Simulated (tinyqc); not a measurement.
# Ballistic Schottky-barrier transistor with a one-dimensional channel, WKB contacts: effects of single changes

Source Fermi level 0, drain Fermi level -Vd. Far from the contacts Ec = pn - psi, and the gate moves psi one to one; the band edges relax as exp(-x/lam) from pn at the source and pn - Vd at the drain; Ev = Ec - Eg. A carrier of energy w inside the channel band meets at a contact a barrier of height D (the contact edge beyond the channel edge): T = 1 for w >= D, else exp(-S), S = 4 lam sqrt(m/C) [sqrt(D - w) - sqrt(w) arctan sqrt((D - w)/w)], C = hbar^2/(2 m0). The two contacts combine as Ts Td/(Ts + Td - Ts Td).

Parameters, values chosen for the exercise; channel values close to those of a silicon nanowire with silicide contacts: temperature T = 250 K; band gap Eg = 1.12 eV; barrier for electrons at both contacts pn = 0.87 eV; electron mass mn = 0.2 m0; hole mass mp = 0.26 m0; valleys or subbands g = 2; screening length at the contacts lam = 4.6 nm; drain bias Vd = 0.1 V; band shift psi of the channel by the gate ps = 0.78 V.

Constants: q = 1.602176634e-19 C, kB = 1.380649e-23 J/K, hbar = 1.054571817e-34 J s, h = 6.62607015e-34 J s, m0 = 9.1093837015e-31 kg, Vt = kB T/q, hbar^2/(2 m0) = 0.0380998212 eV nm^2. Results are converted to the units shown.

Each table varies one quantity; the others keep the values above.

## Barrier height from the temperature dependence

I = g (2 q^2/h) int T(w) [f(Es + w) - f(Ed + w)] dw, f(y) = 1/(1 + exp(y/Vt)). Electrons: Ds = psi, Dd = psi - Vd, Es = Ec, Ed = Ec + Vd. Holes: Ds = -psi, Dd = Vd - psi, Es = -Ev, Ed = -Ev - Vd. The size of each current is taken; both flow from drain to source and add. The integrals are converged. The apparent barrier is -d ln(I_e/T^1)/d(q/kB T), taken between T - 10 K and T + 10 K for the electron current.

Barrier height from the temperature dependence:

| ps (V) | electrons (uA) | Ec (eV) | apparent barrier (eV) |
|---|---|---|---|
| -0.25 | 8.73e-23 | 1.12 | 1.12 |
| -0.18 | 2.25e-21 | 1.05 | 1.05 |
| -0.11 | 5.80e-20 | 0.98 | 0.98 |
| -0.04 | 1.49e-18 | 0.91 | 0.91 |
| 0 | 9.57e-18 | 0.87 | 0.87 |
| 0.1 | 5.39e-17 | 0.77 | 0.82 |
| 0.17 | 1.70e-16 | 0.70 | 0.78 |
| 0.24 | 5.88e-16 | 0.63 | 0.74 |
| 0.31 | 2.23e-15 | 0.56 | 0.69 |
| 0.38 | 9.28e-15 | 0.49 | 0.64 |
| 0.45 | 4.23e-14 | 0.42 | 0.58 |

For psi < 0 the channel edge is the highest point, and the apparent barrier follows Ec one to one (1.12 eV against 1.12). At flat band it is 0.869 eV (psi = 0 V), near pn = 0.87 eV. Beyond, the top stays at pn but tunnelling lowers the apparent value to 0.582 eV in the last row, so only the point where the line bends gives the true barrier.

## Effect of the screening length

Same model as above.

Result of one run:

| lam (nm) | current of the electrons (uA) | share over the barriers (%) | \|d psi/d log10\| of this current (mV/decade) |
|---|---|---|---|
| 5.9 | 8.582e-12 | 1.115e-4 | 102.4 |

What becomes of these results when the screening length at the contacts lam is changed from 5.9 to 6.9 nm, all else the same?

Result of the changed run:

| lam (nm) | current of the electrons (uA) | share over the barriers (%) | \|d psi/d log10\| of this current (mV/decade) |
|---|---|---|---|
| 6.9 | 1.592e-12 | 6.010e-4 | 115.4 |

The whole series:

| lam (nm) | current of the electrons (uA) | share over the barriers (%) | \|d psi/d log10\| of this current (mV/decade) |
|---|---|---|---|
| 0.5 | 0.001374 | 6.963e-13 | 52.99 |
| 1.6 | 4.387e-6 | 2.181e-10 | 60.20 |
| 2.6 | 6.411e-8 | 1.493e-8 | 68.03 |
| 3.7 | 1.580e-9 | 6.058e-7 | 78.04 |
| 4.8 | 8.584e-11 | 1.115e-5 | 89.49 |
| 5.9 | 8.582e-12 | 1.115e-4 | 102.4 |
| 6.9 | 1.592e-12 | 6.010e-4 | 115.4 |
| 8 | 3.537e-13 | 0.002705 | 131.2 |

The current falls from 0.00137 to 3.54e-13 uA, while the share over the barriers rises from 6.96e-13 to 0.00271 %: the thermionic part does not depend on lam, and a thinner barrier adds tunnelling. The swing rises from 53.0 to 131 mV/decade.

## Ambipolar transfer curve

Same model as above.

Swing = d(psi)/d(log10 I).

Result of one run:

| ps (V) | electrons (uA) | holes (uA) | I (uA) | swing (mV/decade) |
|---|---|---|---|---|
| 0.35 | 4.977e-15 | 2.753e-10 | 2.753e-10 | -49.61 |

What becomes of these results when the band shift psi of the channel by the gate ps is changed from 0.35 to 0.58 V, all else the same?

Result of the changed run:

| ps (V) | electrons (uA) | holes (uA) | I (uA) | swing (mV/decade) |
|---|---|---|---|---|
| 0.58 | 8.720e-13 | 6.356e-15 | 8.784e-13 | 97.23 |

The whole series:

| ps (V) | electrons (uA) | holes (uA) | I (uA) | swing (mV/decade) |
|---|---|---|---|---|
| -0.2 | 8.894e-22 | 0.003426 | 0.003426 | -138.4 |
| -0.09 | 1.468e-19 | 5.670e-4 | 5.670e-4 | -147.0 |
| 0.02 | 1.488e-17 | 1.108e-4 | 1.108e-4 | -161.3 |
| 0.13 | 8.728e-17 | 7.495e-6 | 7.495e-6 | -49.61 |
| 0.24 | 5.883e-16 | 4.542e-8 | 4.542e-8 | -49.61 |
| 0.35 | 4.977e-15 | 2.753e-10 | 2.753e-10 | -49.61 |
| 0.47 | 6.627e-14 | 1.049e-12 | 1.115e-12 | -54.41 |
| 0.58 | 8.720e-13 | 6.356e-15 | 8.784e-13 | 97.23 |
| 0.69 | 1.343e-11 | 3.852e-17 | 1.343e-11 | 90.36 |
| 0.8 | 2.354e-10 | 2.334e-19 | 2.354e-10 | 86.70 |
| 0.91 | 4.585e-9 | 1.415e-21 | 4.585e-9 | 84.33 |
| 1.02 | 8.722e-8 | 8.574e-24 | 8.722e-8 | 90.09 |

I goes from 0.00343 through a minimum of 8.78e-13 (at ps = 0.58 V among the rows listed) to 8.72e-8 uA; the exact minimum lies at psi = 0.520 V. Holes carry the left branch and electrons the right. The ratio of the last row to the smallest is 99300 and of the first row 3.90e9, with barriers of 0.87 eV for electrons and 0.250 eV for holes. The steepest swing among the rows is 49.6 mV/decade, against the thermionic limit 49.6.

Range of the model: No scattering, image-force lowering, channel charge or band-to-band tunnelling; parabolic kappa overstates S deep in the gap.

Program tinyqc, `OMP_NUM_THREADS=1 python tinyqc.py 2390018 2390019 out.jsonl`; Intel Xeon 2.30GHz, shared host, one thread, about 0.04 s.
